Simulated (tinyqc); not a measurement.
Worked calculation: CIS and TDHF on RHF in the 6-311g basis, for He, spin multiplicity 1. One step of it, computed by the program tinyqc.

Problem. CIS singlet states. Diagonalise A (1 hartree = 27.211386 eV); each vector has its largest component positive (the first on a tie). The transition dipole is mu = sqrt2 sum c_ia <i|r|a>.

CIS matrix A, singlet (hartree):
```
          1>2       1>3
1>2  1.379813  0.021703
1>3  0.021703  6.486534
```

dipole integrals <i|r|a> (bohr):
```
            x         y         z
1>2  0.000000  0.000000  0.000000
1>3  0.000000  0.000000  0.000000
```

Give: singlet excitation energies; lowest vectors; oscillator strengths 2/3 w |mu|^2.

Solution.

singlet excitation energies (eV): 37.544  176.510

lowest vectors:
```
     state 1  state 2
1>2    1.000    0.004
1>3   -0.004    1.000
```

oscillator strengths 2/3 w |mu|^2: 0.000  0.000
